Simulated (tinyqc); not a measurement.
# Fully depleted semiconductor-on-insulator film with two gates, non-linear Poisson equation by Newton steps: two studies

One dimension across the film, front interface at x = 0, back interface at x = ts. psi is counted from the intrinsic level, n = ni exp(psi/Vt) (source grounded), holes neglected, acceptors ionised. Gates act through Cox = eps0 eox/tox and Cbox = 3.9 eps0/tb with potentials G1 = Vg - (phiM - chi - Vt ln(Nc/ni)) and G2 = Vb - (phiB - chi - Vt ln(Nc/ni)). Classical Boltzmann densities, no interface charge, no depletion in the back plane.

Values chosen for this exercise; band and dielectric values close to those of silicon: temperature T = 400 K; band gap Eg = 1.12 eV; relative permittivity eps_r = 11.8; conduction-band density of states at T Nc = 4.23e19 cm^-3; valence-band density of states at T Nv = 4.06e19 cm^-3; electron affinity chi = 3.98 eV; relative permittivity of the gate insulator (close to silicon dioxide) eox = 3.9; insulator thickness tox = 1.6 nm; film thickness ts = 25 nm; buried-oxide thickness (eps_r 3.9) tb = 97 nm; acceptor density of the film Na = 1.3e17 cm^-3; work function of the front gate phiM = 4.37 eV; work function of the back plane phiB = 4.48 eV; back-gate voltage Vb = 0.3 V.

Constants: q = 1.602176634e-19 C, kB = 1.380649e-23 J/K, Vt = kB T/q, eps0 = 8.8541878128e-14 F/cm where lengths are in cm. Results are converted to the units shown.

Each table varies one quantity; the others keep the values above.

## Charge against front-gate voltage

ni = sqrt(Nc Nv) exp(-Eg/(2 Vt)), Eg in volts. The Poisson equation eps0 eps_r d2psi/dx2 = q (n + Na), with -eps0 eps_r dpsi/dx = Cox (G1 - psi) at x = 0 and eps0 eps_r dpsi/dx = Cbox (G2 - psi) at x = ts, is solved on 300 equal intervals with half boxes at both ends; N_inv is the trapezoid sum of n. Swing = ln 10/(d ln N_inv/dVg); the last column is (dN_inv/dVb)/(dN_inv/dVg).

Result of one run:
columns A: Vg (V); B: psi front (V); C: psi back (V); D: N_inv (cm^-2); E: centroid/ts; F: swing (mV/decade); G: q dN_inv/dVg over Cox; H: back/front leverage
```
A         B      C        D      E    F      G       H
0.27  0.400  0.315  2.39e11  0.288  149  0.274  0.0351
```

What becomes of these results when the front-gate voltage Vg is changed from 0.27 to 0.42 V, all else the same?

Result of the changed run:
columns A: Vg (V); B: psi front (V); C: psi back (V); D: N_inv (cm^-2); E: centroid/ts; F: swing (mV/decade); G: q dN_inv/dVg over Cox; H: back/front leverage
```
A         B      C        D      E    F      G       H
0.42  0.482  0.341  1.14e12  0.182  330  0.592  0.0245
```

The whole series:
columns A: Vg (V); B: psi front (V); C: psi back (V); D: N_inv (cm^-2); E: centroid/ts; F: swing (mV/decade); G: q dN_inv/dVg over Cox; H: back/front leverage
```
A            B        C        D       E       F        G       H
-0.18  -0.0266  -0.0536   2.19e6   0.427    83.4  4.49e-6  0.0504
-0.03    0.121   0.0825   1.38e8   0.398    83.2  2.84e-4  0.0479
0.12     0.268    0.217   8.55e9   0.366    85.9   0.0170  0.0450
0.27     0.400    0.315  2.39e11   0.288     149    0.274  0.0351
0.42     0.482    0.341  1.14e12   0.182     330    0.592  0.0245
0.57     0.530    0.348  2.52e12   0.125     575    0.748  0.0206
0.72     0.561    0.350  4.12e12  0.0948     852    0.825  0.0189
0.87     0.584    0.351  5.83e12  0.0765  1.15e3    0.868  0.0181
1.02     0.601    0.352  7.61e12  0.0643  1.45e3    0.896  0.0176
```

N_inv passes 1e11 cm^-2 at Vg = 0.221 V. The swing starts at 83.4 mV a decade, against (1 + k) Vt ln 10 = 80.6 for a front channel with k = Cs Cbox/(Cox (Cs + Cbox)) = 0.0152, Cs = eps0 eps_r/ts; above threshold this column is no longer a subthreshold swing. The centroid falls from 0.427 to 0.0643 of ts and the leverage of the back gate falls from 0.0504 to 0.0176. For Vg = 0.57, 0.72, 0.87, 1.02 the density at an interface exceeds 0.3 Nc, where Boltzmann statistics fail. For Vg = 0.72, 0.87, 1.02 the classical centroid lies within 3 nm of an interface, where confinement, left out, would push it away.

## Threshold and coupling against the film thickness

VT is the Vg for N_inv = 1e11 cm^-2; -dVT/dVb from the linearised equation. Limits with Cs = eps0 eps_r/ts: front channel Cs Cbox/(Cox (Cs + Cbox)), back channel Cbox (Cox + Cs)/(Cox Cs). Swing at N_inv = 1e8 cm^-2.

Result of one run:
```
ts (nm)  VT (V)  centroid/ts at VT  -dVT/dVb  front-channel limit  back-channel limit  swing (mV/decade)
7.7       0.213              0.472    0.0281               0.0161              0.0427               81.7
```

What becomes of these results when the film thickness ts is changed from 7.7 to 21 nm, all else the same?

Result of the changed run:
```
ts (nm)  VT (V)  centroid/ts at VT  -dVT/dVb  front-channel limit  back-channel limit  swing (mV/decade)
21        0.215              0.368    0.0392               0.0154              0.0880               83.1
```

The whole series:
```
ts (nm)  VT (V)  centroid/ts at VT  -dVT/dVb  front-channel limit  back-channel limit  swing (mV/decade)
4         0.228              0.488    0.0229               0.0163              0.0301               81.2
5.6       0.219              0.482    0.0253               0.0162              0.0356               81.4
7.7       0.213              0.472    0.0281               0.0161              0.0427               81.7
11        0.208              0.453    0.0321               0.0159              0.0540               82.1
15        0.208              0.423    0.0359               0.0157              0.0676               82.6
21        0.215              0.368    0.0392               0.0154              0.0880               83.1
29        0.229              0.278    0.0390               0.0150               0.115               83.2
40        0.250              0.161    0.0332               0.0145               0.153               82.7
```

As ts goes from 4 to 40, VT goes from 0.228 through a minimum of 0.208 (at ts = 11 among the rows listed) to 0.250 V, the centroid falls from 0.488 to 0.161 of ts and -dVT/dVb goes from 0.0229 through a maximum of 0.0392 (at ts = 21 among the rows listed) to 0.0332. The coupling covers 47.8 % of the way from the front-channel to the back-channel limit in the first row and 13.5 % in the last. For ts = 4, 5.6, 7.7 the film is thin enough for confinement to raise VT, which is left out.

Numbers from tinyqc (`OMP_NUM_THREADS=1 python tinyqc.py 2190083 2190084 out.jsonl`; about 0.3 s on one thread of a shared Intel Xeon 2.30GHz).
